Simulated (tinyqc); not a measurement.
Thermal and gravitational stress in a wafer during furnace and rapid thermal processing, and the onset of slip: one step, computed by the program tinyqc.

A thin free disc in plane stress, isotropic; T(r) = T_centre + dT (r/R)^n with n = 2. Stress is positive in tension; sigma_SB = 5.670374419e-8 W/(m^2 K^4), g = 9.80665 m/s^2.

Question. Ramp rate in a batch furnace. Critical resolved stress tau_c = A exp(U/(k_B T)), a form chosen for the exercise; slip when 0.492799 |s_tt(R)| > tau_c; allowed |dT| = tau_c (n + 2)/(0.492799 n alpha E). In a stack heated from the rim, heat flows inward by conduction and by radiation between wafers: k_eff = k + (16/3) sigma_SB T^3 s^2/t (a diffusion estimate with the spacing as path length). A steady ramp gives the parabolic lag dT = rho c (ramp) R^2/(4 k_eff); the allowed ramp uses n = 2.

Inputs (values chosen for the exercise, modelled on silicon):

| quantity | value | unit |
|---|---|---|
| wafer radius R | 150 | mm |
| thickness t | 775 | micrometre |
| Young's modulus E | 151 | GPa |
| expansion alpha | 4.5 | 1e-6/K |
| temperature T | 1200 | K |
| prefactor A of the critical stress | 0.00042 | MPa |
| energy U of the critical stress | 1.12 | eV |
| density rho | 2330 | kg/m^3 |
| heat capacity c | 951 | J/(kg K) |
| conductivity k | 28.3 | W/(m K) |
| wafer spacing s | 14 | mm |
| ramp rate | 1.2 | K/min |

Constants: k_B = 8.617333262e-05 eV/K.

Give: k_eff; lag of the centre; allowed ramp rate.

Answer.

k_eff = 160.5 W/(m K)

lag of the centre = 1.554 K

allowed ramp rate = 97.97 K/min

Radiation carries 82 % of the inward flow. The ramp is 0.01 of the allowed one.
